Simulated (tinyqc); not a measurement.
Domain walls in a thin film with perpendicular anisotropy: Bloch, Neel and chiral walls, motion and stripe domains: one step, computed by the program tinyqc. Command: `OMP_NUM_THREADS=1 python tinyqc.py 3001752 3001753 out.jsonl mwall walk`. One thread of a shared host (Intel(R) Xeon(R) Processor @ 2.30GHz), about 0.01 s of CPU time with the checks.

One-dimensional wall: polar angle theta(x), azimuth phi of the moment in the wall (phi = 0 Neel, 90 degrees Bloch). mu_0 = 1.25663706212e-6 T m/A, gamma = 1.76085963023e11 rad/(s T).

Problem. Bloch or Neel. sigma(phi) = sigma_0 + 2 Delta K_D cos^2(phi) - pi D cos(phi), with the wall shape anisotropy K_D = N_x mu_0 M_s^2/2, N_x = t ln 2/(pi Delta). The minimum has cos(phi) = D/D_N for D < D_N = 4 Delta K_D/pi and phi = 0 beyond; sigma turns negative at D_c = (sigma_0 + 2 Delta K_D)/pi.

Inputs (values chosen for the exercise, for a model film): saturation magnetisation M_s = 856 kA/m; DMI constant D = 0.056 mJ/m^2; thickness t = 1.2 nm.

width parameter Delta = 13.04753 nm

sigma_0 = 5.824856 mJ/m^2

Give: K_D; D_N; azimuth phi; wall energy sigma; D_c.

Solution.

K_D = 9.3423 kJ/m^3

D_N = 0.15520 mJ/m^2

azimuth phi = 68.849 degrees

wall energy sigma = 5.7931 mJ/m^2

D_c = 1.9317 mJ/m^2

A mixed wall, between Bloch and Neel. D is 0.03 of D_c.
